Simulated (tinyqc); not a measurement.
Eight-band Kane k.p model with strain: one step. Levels and orbital character. Three cases, with inputs chosen for the exercise.

Question. Diagonalise H; the levels come in pairs. The weights are summed over spin and averaged over each pair.

Give: levels, each twofold; weights.

Case 1.

H(k) (eV), rows S+, X+, Y+, Z+, S-, X-, Y-, Z- and columns alike:
```
[[1.591597, 0.283495i, 0.079733i, 0, 0, 0, 0, 0],
 [-0.283495i, -0.078079, -0.153024-0.036000i, 0, 0, 0, 0, 0.036000],
 [-0.079733i, -0.153024+0.036000i, -0.095092, 0, 0, 0, 0, -0.036000i],
 [0, 0, 0, 0.011972, 0, -0.036000, 0.036000i, 0],
 [0, 0, 0, 0, 1.591597, 0.283495i, 0.079733i, 0],
 [0, 0, 0, -0.036000, -0.283495i, -0.078079, -0.153024+0.036000i, 0],
 [0, 0, 0, -0.036000i, -0.079733i, -0.153024-0.036000i, -0.095092, 0],
 [0, 0.036000, 0.036000i, 0, 0, 0, 0, 0.011972]]
```

Answer.

levels, each twofold (eV): [-0.2844, -0.0002, 0.0748, 1.6401]

weights, rows S, X, Y, Z; columns pair 1, pair 2, pair 3, pair 4:
```
[[0.019, 0.002, 0.006, 0.973],
 [0.514, 0.114, 0.347, 0.026],
 [0.450, 0.130, 0.419, 0.001],
 [0.018, 0.754, 0.228, 0.000]]
```

The conduction pair has 2.7 % valence character at this k; the valence pair with most S character is pair 1 (1.9 %).

Case 2.

H(k) (eV), rows S+, X+, Y+, Z+, S-, X-, Y-, Z- and columns alike:
```
[[1.665251, 0.008212i, 0.385963i, 0, 0, 0, 0, 0],
 [-0.008212i, -0.272842, -0.000168-0.297667i, 0, 0, 0, 0, 0.297667],
 [-0.385963i, -0.000168+0.297667i, -0.267631, 0, 0, 0, 0, -0.297667i],
 [0, 0, 0, -0.409845, 0, -0.297667, 0.297667i, 0],
 [0, 0, 0, 0, 1.665251, 0.008212i, 0.385963i, 0],
 [0, 0, 0, -0.297667, -0.008212i, -0.272842, -0.000168+0.297667i, 0],
 [0, 0, 0, -0.297667i, -0.385963i, -0.000168-0.297667i, -0.267631, 0],
 [0, 0.297667, 0.297667i, 0, 0, 0, 0, -0.409845]]
```

Answer.

levels, each twofold (eV): [-0.9348, -0.0859, -0.0066, 1.7423]

weights, rows S, X, Y, Z; columns pair 1, pair 2, pair 3, pair 4:
```
[[0.007, 0.019, 0.013, 0.961],
 [0.285, 0.031, 0.683, 0.001],
 [0.319, 0.399, 0.244, 0.038],
 [0.388, 0.551, 0.060, 0.001]]
```

The conduction pair has 3.9 % valence character at this k; the valence pair with most S character is pair 2 (1.9 %).

Case 3.

H(k) (eV), rows S+, X+, Y+, Z+, S-, X-, Y-, Z- and columns alike:
```
[[3.112806, 0.148925i, 0.159563i, 0.234025i, 0, 0, 0, 0],
 [-0.148925i, -0.085216, -0.085761-0.027000i, -0.084691, 0, 0, 0, 0.027000],
 [-0.159563i, -0.085761+0.027000i, -0.084389, -0.084450, 0, 0, 0, -0.027000i],
 [-0.234025i, -0.084691, -0.084450, -0.077001, 0, -0.027000, 0.027000i, 0],
 [0, 0, 0, 0, 3.112806, 0.148925i, 0.159563i, 0.234025i],
 [0, 0, 0, -0.027000, -0.148925i, -0.085216, -0.085761+0.027000i, -0.084691],
 [0, 0, 0, -0.027000i, -0.159563i, -0.085761-0.027000i, -0.084389, -0.084450],
 [0, 0.027000, 0.027000i, 0, -0.234025i, -0.084691, -0.084450, -0.077001]]
```

Answer.

levels, each twofold (eV): [-0.2866, -0.0194, 0.0291, 3.1431]

weights, rows S, X, Y, Z; columns pair 1, pair 2, pair 3, pair 4:
```
[[0.008, 0.000, 0.000, 0.991],
 [0.327, 0.346, 0.325, 0.002],
 [0.328, 0.339, 0.330, 0.002],
 [0.336, 0.314, 0.345, 0.005]]
```

The conduction pair has 0.9 % valence character at this k; the valence pair with most S character is pair 1 (0.8 %).

Computed by tinyqc, one run a case: `OMP_NUM_THREADS=1 python tinyqc.py N N+1 out.jsonl` with N = 1051341, 1080239, 1080271; one thread of a shared Intel(R) Xeon(R) Processor @ 2.30GHz, about 0.01 s a run at most.
